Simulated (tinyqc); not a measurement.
Comparisons within one model: configuration-coordinate model of carrier capture at a defect. A value that a table varies takes the place of the one given here.

Two parabolas of equal curvature k in one coordinate Q: with the carrier free at the band edge, U_f = k Q^2/2; with the carrier trapped, U_t = k (Q - dQ)^2/2 - ET. ER = k dQ^2/2, Huang-Rhys factor S = ER/hw, hw = 0.0646541 sqrt(k/M) eV for k in eV/angstrom^2 and M in u. The curves cross at a height Eb = (ER - ET)^2/(4 ER) above the free minimum.

Multiphonon factor for giving p = ET/hw phonons to the lattice: W = exp(-S (2 nb + 1)) ((nb + 1)/nb)^(p/2) I_p(x), nb = 1/(exp(hw/kT) - 1), x = 2 S sqrt(nb (nb + 1)), I_p the modified Bessel function. Classical limit: W = hw exp(-Eb/kT)/sqrt(4 pi ER kT). At T = 0: exp(-S) S^p/Gamma(p + 1).

Constants: kB = 8.617333262e-05 eV/K.

Inputs chosen for the exercise (of the size met at a deep level in Si; shifted at random, so the results belong to these values and not to a real crystal): ET = 0.32 eV (thermal depth of the level below the band edge); ER = 0.18 eV (relaxation energy); hw = 0.035 eV (phonon energy of the mode); T = 400 K (temperature).

## Capture against temperature

The local activation energy is -d ln W/d(1/kT), by central differences with T changed by 1 %.

Against T:
```
T (K)  kT/hw  log10 W  log10 W, classical  activation energy (eV)
40     0.098   -1.431              -3.832                  0.0000
60     0.148   -1.430              -2.777                  0.0001
80     0.197   -1.427              -2.267                  0.0003
120    0.295   -1.410              -1.784                  0.0017
160    0.394   -1.383              -1.560                  0.0037
220    0.542   -1.340              -1.396                  0.0065
300    0.739   -1.294              -1.297                  0.0084
400    0.985   -1.259              -1.245                  0.0082
550    1.354   -1.235              -1.220                  0.0045
```

log10 W at T = 0 = -1.431
Eb = 0.0272 eV

How do the results move?

At 40 K log10 W is -1.43, against -1.43 at T = 0 and -3.8 classically; at 550 K the two forms differ by -0.01. The activation energy read from an Arrhenius plot goes from 0.000 eV at 40 K to 0.005 at 550 K, with its largest value 0.008 at 300 K, against Eb = 0.027 eV; the classical form itself gives Eb - kT/2. With so low a barrier the slope says little about it.

## Capture against depth of the level

ET is varied at fixed ER, hw and T, as by moving the band edge with alloying or pressure.

Against ET:
```
ET/ER  ET (eV)  Eb (eV)  log10 W  log10 W, classical
0.10     0.018   0.0365   -1.335              -1.361
0.25     0.045   0.0253   -1.197              -1.221
0.50     0.090   0.0112   -1.030              -1.044
0.75     0.135   0.0028   -0.938              -0.937
1.00     0.180   0.0000   -0.916              -0.902
1.25     0.225   0.0028   -0.962              -0.937
1.50     0.270   0.0112   -1.070              -1.044
2.00     0.360   0.0450   -1.457              -1.469
3.00     0.540   0.1800   -2.814              -3.170
```

What can be read from the table?

Capture is fastest at ET/ER = 1 among these rows, where the barrier vanishes or nearly so. The classical form is symmetric about ET = ER; the quantum one gives -1.03 at 0.5 and -1.07 at 1.5, against -1.04 for both. At ET = 3 ER it lies 0.4 decades above the classical value: deep levels capture by emitting many phonons, and the rate falls with depth by 7.5 decades per eV between the last two rows. Rows deeper than the gap of the host are formal.

## Phonon side bands at T = 0

Weights exp(-S) S^j/j! of the line with j phonons, S = ER/hw; absorption at ET + j hw, emission at ET - j hw (a dash if negative).

Lines:
```
j    weight  absorption (eV)  emission (eV)
0   0.00584            0.320          0.320
1   0.03004            0.355          0.285
2   0.07724            0.390          0.250
3   0.13242            0.425          0.215
4   0.17025            0.460          0.180
5   0.17512            0.495          0.145
6   0.15010            0.530          0.110
7   0.11028            0.565          0.075
8   0.07089            0.600          0.040
9   0.04051            0.635          0.005
10  0.02083            0.670              -
11  0.00974            0.705              -
12  0.00417            0.740              -
13  0.00165            0.775              -
```

What can be read from the table?

The zero-phonon line holds 0.584 % of the band and the largest weight falls on j = 5, next to S = 5.14; the lines listed add to 0.9991.

## What each parameter does

Eb, log10 W and the full width 2.35482 sqrt(ER hw coth(hw/2kT)). Each row changes one parameter from the base and keeps the others.

Results:
```
case           Eb (eV)  log10 W  full width (eV)
base            0.0272   -1.259           0.2732
ET = 0.36 eV    0.0450   -1.457           0.2732
ER = 0.23 eV    0.0088   -1.091           0.3088
hw = 0.042 eV   0.0272   -1.184           0.2777
T = 430 K       0.0272   -1.252           0.2818
```

How do the results move?

The largest shifts from the base row, up to three for each result and ties (the steps differ in size, so this ranks the rows, not the parameters). Eb (eV): ER -0.0184, ET +0.0178; unchanged at the printed digits by hw and T. log10 W: ET -0.199, ER +0.168, hw +0.075. full width (eV): ER +0.0356, T +0.0086, hw +0.0045; unchanged at the printed digits by ET.

tinyqc: `OMP_NUM_THREADS=1 python tinyqc.py 1450459 1450460 out.jsonl`; about 0.01 s, one thread, shared Intel(R) Xeon(R) Processor @ 2.30GHz.
